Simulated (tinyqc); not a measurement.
Changing the longitudinal mass m_l: strain, valley repopulation and piezoresistance in a many-valley conduction band. Computed by tinyqc, a small Python program. Command: `OMP_NUM_THREADS=1 python tinyqc.py 3021822 3021823 out.jsonl valleys sweep`. One thread of a shared host (Intel(R) Xeon(R) Processor @ 2.30GHz), about 0.05 s of CPU time with the checks.

Valleys are ellipsoids with mass m_l along the axis a and m_t across it, parabolic, with one constant relaxation time; strain shifts the valleys and leaves the masses alone. Currents are taken along [110], along the load, and along [001], across the load.

Inputs (values chosen for the exercise, modelled on silicon):
```
quantity                               value    unit
transverse mass m_t                    0.188     m_0
shear deformation potential Xi_u        9.24      eV
dilation deformation potential Xi_d      1.1      eV
C11                                      166     GPa
C12                                     63.9     GPa
C44                                     80.3     GPa
stress X (tension positive)              330     MPa
electron density n                   1.5e+19  1/cm^3
relaxation time tau                       79      fs
temperature T                            250       K
```

Valley axes: <100> (6 valleys in 3 pairs). Load: uniaxial [110].

Constants: k_B = 8.617333262e-05 eV/K; m_0 = 9.1093837015e-31 kg; k_B = 1.380649e-23 J/K; hbar = 1.054571817e-34 J s; e = 1.602176634e-19 C.

Method:
- Compliances S11 = (C11 + C12)/((C11 - C12)(C11 + 2 C12)), S12 = -C12/((C11 - C12)(C11 + 2 C12)), S44 = 1/C44; stress sigma_ij = X n_i n_j for the unit vector n of the load; e_xx = S11 sigma_xx + S12 (sigma_yy + sigma_zz), e_xy = S44 sigma_xy/2 (tensor strain).
- Herring-Vogt shift of a valley with unit axis a: dE = Xi_d tr(e) + Xi_u a.e.a.
- Each of the 6 valleys holds n_v = N_v (2/sqrt(pi)) F_1/2((E_F - dE_v)/(k_B T)), N_v = 2 (m_d k_B T/(2 pi hbar^2))^(3/2), m_d = (m_l m_t^2)^(1/3); E_F solves sum n_v = n and is counted from the unstrained edge.
- F_j(eta) = int_0^infinity x^j/(1 + exp(x - eta)) dx, without a gamma-function factor. It is evaluated after integrating by parts.
- Integrals over x = E/(k_B T) use 160 Gauss-Legendre points in u = sqrt(x) from 0 to sqrt(max(eta, 0) + 32).
- Mobility tensor mu = e tau sum_v (n_v/n) [1/m_t + (1/m_l - 1/m_t) a a^T]; unstrained mu_0 = e tau (1/m_l + 2/m_t)/3; resistivity along d from the inverse tensor, rho_d = d.mu^-1.d/(n e), mobility along d = 1/(d.mu^-1.d); gauge pi_d = (rho_d/rho_0 - 1)/X.

One run for each value; columns: (1) longitudinal mass m_l (m_0); (2) resistance change along the first direction (%); (3) resistance change along the second direction (%); (4) unstrained mobility mu_0 (cm^2/(V s)):
```
(1)      (2)    (3)    (4)
0.23  -1.034   2.13  694.1
0.34  -2.917   6.39  628.9
0.50  -4.543  10.52  585.4
0.75  -5.967  14.54  554.5
1.10  -7.051  17.89  534.8
1.70  -8.016  21.11  520.0
2.50  -8.676  23.46  511.2
3.80  -9.228  25.52  504.9
```

Describe and explain the trends.

Over the rows, resistance change along the first direction (%) falls from -1.03 to -9.23 (exponent d ln y / d ln x 2.7 between the first rows and 0.15 between the last); resistance change along the second direction (%) rises from 2.13 to 25.5 (exponent d ln y / d ln x 2.8 between the first rows and 0.20 between the last); unstrained mobility mu_0 (cm^2/(V s)) falls from 694 to 505 (exponent d ln y / d ln x -0.25 between the first rows and -0.030 between the last). Repopulation acts only through the mass anisotropy, (m_l - m_t)/(2 m_l + m_t), which tends to 1/2.

Caution (all rows): shear strain also changes the transverse masses of <100> valleys, which this model leaves out.
